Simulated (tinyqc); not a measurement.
# Vertical double-diffused power MOSFET, components of the on-resistance, step by step

tinyqc, about 0.01 s, one thread, Intel Xeon 2.30GHz (shared host): `OMP_NUM_THREADS=1 python tinyqc.py 2230068 2230069 out.jsonl` Printed values are rounded.

Stripe cells of pitch Wp + a, two channels a cell. Current flows through the channels, spreads in the accumulation layer, passes the gap between the p bodies and spreads at 45 degrees into the drift layer below them. Low drain voltage, full ionisation.

Parameters, values chosen for the exercise; bulk values close to those of 4H silicon carbide:
- T = 400 K (temperature)
- eps_r = 9.48 (relative permittivity)
- Kc = 23800 V/cm per (cm^-3)^(1/8) (critical-field constant)
- BV = 1700 V (rated breakdown voltage of the drift layer)
- mud = 820 cm^2/(V s) (drift mobility at 300 K)
- bt = 2.1 (temperature exponent of the drift mobility)
- tox = 69 nm (gate oxide thickness (eps_r 3.9))
- Vov = 7 V (gate overdrive)
- mch = 21 cm^2/(V s) (channel mobility)
- mac = 55 cm^2/(V s) (accumulation-layer mobility)
- Lc = 0.8 um (channel length)
- Wp = 5.2 um (width of the p body in one cell, channels included)
- a = 3.1 um (gap between neighbouring p bodies)
- xp = 0.9 um (depth of the p body)
- Nj = 3 (doping of the gap over the drift doping)
- Vbi = 2.83 V (built-in voltage of the body junction)
- Rs = 0.51 mohm cm^2 (substrate and contact resistance)

Constants: q = 1.602176634e-19 C, eps0 = 8.8541878128e-14 F/cm where lengths are in cm. Results are converted to the units shown.

## Drift layer

Triangular field at breakdown with Ec = Kc N^(1/8): BV = eps0 eps_r Ec^2/(2 q N), so N = (eps0 eps_r Kc^2/(2 q BV))^(4/3); W = 2 BV/Ec; mu = mud (T/300 K)^(-bt); rho = 1/(q mu N); ideal resistance rho W.

N = 8.34121e15 cm^-3
Ec = 2.32665 MV/cm
W = 14.6133 um
mu = 448.170 cm^2/(V s)
rho = 1.66962 ohm cm
ideal resistance = 2.43987 mohm cm^2

## Components of the on-resistance

Pitch p = Wp + a, Cox = 3.9 eps0/tox; zero-bias depletion in the gap w0 = sqrt(2 eps0 eps_r Vbi/(q N Nj)), open gap g = a - 2 w0; R_ch = Lc p/(2 mch Cox Vov); R_acc = 0.6 a p/(4 mac Cox Vov), 0.6 being an empirical factor for current leaving the layer along its length; R_gap = (rho/Nj) xp p/g; spreading depth t = min(W, (p - g)/2); R_drift = (rho p/2) ln((g + 2 t)/g) + rho (W - t); R_on = the sum with Rs.

w0 = 0.344236 um
g = 2.41153 um
components (mohm cm^2): channel 4.51291, accumulation 2.00312, gap 0.172395, drift 2.80471, substrate 0.51
R_on = 10.0031 mohm cm^2
shares (%): channel 45.1150, accumulation 20.0249, gap 1.7234, drift 28.0383, substrate 5.0984

The channel term is the largest. R_on is 4.10 times the ideal drift resistance, and spreading raises the drift term to 1.15 times it.
